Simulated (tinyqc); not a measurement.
Smearing for a one-band metal on the fcc lattice, step by step. Values are carried at full precision from step to step, so a last printed digit may differ when a step is redone from the rounded ones.

Lattice vectors (units of a): a1 = (0, 1/2, 1/2), a2 = (1/2, 0, 1/2), a3 = (1/2, 1/2, 0). E(k) = -t A_1(k) - t2 A_2(k), A_m the sum of cos(k . R) over the 12 nearest and 6 second lattice vectors. Mesh k = sum (j_i/N) b_i, j_i = 0 .. N-1.

Values chosen for the exercise:
```
symbol  value  unit  meaning
t       1.5    eV    nearest hopping
t2      -0.08  eV    second hopping
N       4            unshifted mesh
ne      0.54         electrons per cell
sigma   0.3    eV    width
```

## Levels on the mesh

Evaluate the band and collect equal energies with their counts.

Distinct levels:
```
E_k (eV)  points
-17.5200       1
-9.0000        8
-5.8400        6
-0.4800        4
-0.1600       12
3.0000        24
6.1600         6
6.4800         3
```

8 distinct levels; the mean spacing is 3.429 eV.

## Fermi level with Fermi-Dirac smearing

With x = (E_k - mu)/sigma: Fermi-Dirac f = 1/(1 + exp(x)), s = -f ln f - (1 - f) ln(1 - f). With weights w = points/N^d (d the dimension), mu solves 2 sum w f = ne; E = 2 sum w f E_k, S = 2 sum w s, F = E - sigma S.

Weights w = points/total. Bisection from the lowest and highest level; ten steps are shown.

Bisection:
```
step  low (eV)  high (eV)  mu (eV)  electrons
1     -17.5200     6.4800  -5.5200     0.4207
2      -5.5200     6.4800   0.4800     0.9243
3      -5.5200     0.4800  -2.5200     0.4690
4      -2.5200     0.4800  -1.0200     0.5067
5      -1.0200     0.4800  -0.2700     0.7058
6      -1.0200    -0.2700  -0.6450     0.5766
7      -1.0200    -0.6450  -0.8325     0.5343
8      -0.8325    -0.6450  -0.7388     0.5534
9      -0.8325    -0.7388  -0.7856     0.5434
10     -0.8325    -0.7856  -0.8091     0.5387
```

## Occupations and energies

Converge mu, then list x, f and s of each level and form the sums.

mu = -0.8024 eV

x, f and s of each level:
```
E_k (eV)       x       f       s
-17.5200  -55.73  1.0000  0.0000
-9.0000   -27.33  1.0000  0.0000
-5.8400   -16.79  1.0000  0.0000
-0.4800     1.07  0.2545  0.5673
-0.1600     2.14  0.1052  0.3363
3.0000     12.67  0.0000  0.0000
6.1600     23.21  0.0000  0.0000
6.4800     24.27  0.0000  0.0000
```

E = -3.9141 eV
S = 0.1970
F = -3.9732 eV
(E + F)/2 = -3.9436 eV

Levels with f between 0.001 and 0.999: 2. (E + F)/2 removes the term in sigma^2 for this scheme. That argument needs a smooth density of states, and the number of distinct levels within 2 sigma of mu is only 1, so it may fail on this mesh.

## Checks

- The slope dF/d sigma by finite differences against -S: both -0.19703.
- The slope dF/d ne by finite differences against mu (eV): both -0.80238.

Run: tinyqc, `OMP_NUM_THREADS=1 python tinyqc.py 1652615 1652616 out.jsonl`; Intel(R) Xeon(R) Processor @ 2.30GHz, one thread, shared host; about 0.3 s of CPU time with all checks.
